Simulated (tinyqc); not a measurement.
Hubbard chain of 5 sites, step by step. One step of it, computed by the program tinyqc.

Question. Mean-field iteration 1. H(up) = T + U n(down), H(down) = T + U n(up); fill the lowest levels; n(new) = n + mixing (n(out) - n); E = tr T (rho up + rho down) + U sum n_up n_down of the output.

one-body matrix (hopping and site energies) (eV), order 1, 2, 3, 4, 5:
```
[[0.040000, -1.290000, 0.000000, 0.000000, 0.000000],
 [-1.290000, 0.690000, -1.290000, 0.000000, 0.000000],
 [0.000000, -1.290000, 0.820000, -1.290000, 0.000000],
 [0.000000, 0.000000, -1.290000, 0.660000, -1.290000],
 [0.000000, 0.000000, 0.000000, -1.290000, -0.140000]]
```

U = 4.400000 eV

electrons, up and down: [3, 2]

mixing = 0.200000

n(up) at the start (a guess, not normalised): [0.900000, 0.300000, 0.900000, 0.300000, 0.900000]

n(down) at the start (a guess): [0.100000, 0.700000, 0.100000, 0.700000, 0.100000]

Give: levels, up; levels, down; energy; n(up) after iteration 1; n(down) after iteration 1.

Answer.

levels, up (eV): [-0.403, -0.039, 0.795, 4.192, 5.005]

levels, down (eV): [0.670, 1.347, 4.126, 4.570, 5.877]

energy = -0.749 eV

n(up) after iteration 1: [0.903, 0.275, 0.884, 0.274, 0.904]

n(down) after iteration 1: [0.111, 0.714, 0.109, 0.713, 0.113]
